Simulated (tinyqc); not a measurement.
# Transfer length from front and end resistance

Inverse problem. A contact of length d and width W has Rc = (Rsh Lt/W) coth(d/Lt) and Re = (Rsh Lt/W)/sinh(d/Lt), with Rsh the sheet resistance under the metal and Lt = sqrt(rc/Rsh). Find Lt, Rsh and rc.

Parameters, values chosen for the exercise: contact length d = 0.91 um; contact width W = 160 um.

Rc = 2.1837862 ohm
Re = 1.4932715 ohm

Solution. Rc/Re = cosh(d/Lt) gives Lt, and Re then gives Rsh.

Lt = 0.9806 um
Rsh = 260.0 ohm/sq
rc = 2.500e-6 ohm cm^2

Computed by the program tinyqc: `OMP_NUM_THREADS=1 python tinyqc.py 2760061 2760062 out.jsonl`, one thread of a shared Intel Xeon 2.30GHz, about 0.01 s for the whole run.
